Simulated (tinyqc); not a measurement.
Plane-wave Kohn-Sham cycle with exchange-only LDA in a layered model solid, step by step. One step of it, computed by the program tinyqc.

Problem. Iteration 2: potential. V_H(G) = 4 pi rho(G)/G^2 for G != 0 (uniform background); v_x = -(3 rho/pi)^(1/3); V = V_ext + V_H + v_x; Fourier components f(G_m) = (1/N) sum_j f(x_j) exp(-i G_m x_j).

A solid whose potential varies along x alone (atomic units):
```
parameter                      value
period a                    5.400000
cross-section of the cell  33.000000
electrons per cell                 2
grid points                       16
plane waves -n..n, n               2
k points                           2
V1 in V1 cos(2 pi x/a)     -0.360000
V2 in V2 cos(4 pi x/a)     -0.120000
```

density after iteration 1 (e/bohr^3): [0.01279181, 0.01257730, 0.01204156, 0.01142039, 0.01090982, 0.01057845, 0.01039882, 0.01031724, 0.01029455, 0.01031724, 0.01039882, 0.01057845, 0.01090982, 0.01142039, 0.01204156, 0.01257730]

Give: Potentials on the grid; V(G_m), m = 0, 1, 2, ....

Solution.

Potentials on the grid (hartree):
```
x         V_ext      V_H      v_x        V
0.0000  -0.4800   0.0120  -0.2303  -0.6983
0.3375  -0.4174   0.0109  -0.2290  -0.6356
0.6750  -0.2546   0.0079  -0.2257  -0.4724
1.0125  -0.0529   0.0037  -0.2218  -0.2710
1.3500   0.1200  -0.0007  -0.2184  -0.0991
1.6875   0.2226  -0.0048  -0.2162   0.0017
2.0250   0.2546  -0.0079  -0.2149   0.0317
2.3625   0.2477  -0.0098  -0.2144   0.0235
2.7000   0.2400  -0.0105  -0.2142   0.0153
3.0375   0.2477  -0.0098  -0.2144   0.0235
3.3750   0.2546  -0.0079  -0.2149   0.0317
3.7125   0.2226  -0.0048  -0.2162   0.0017
4.0500   0.1200  -0.0007  -0.2184  -0.0991
4.3875  -0.0529   0.0037  -0.2218  -0.2710
4.7250  -0.2546   0.0079  -0.2257  -0.4724
5.0625  -0.4174   0.0109  -0.2290  -0.6356
```

V(G_m), m = 0, 1, 2, ... (hartree): [-0.2203, -0.1783, -0.0606, -0.0001, 0.0000]
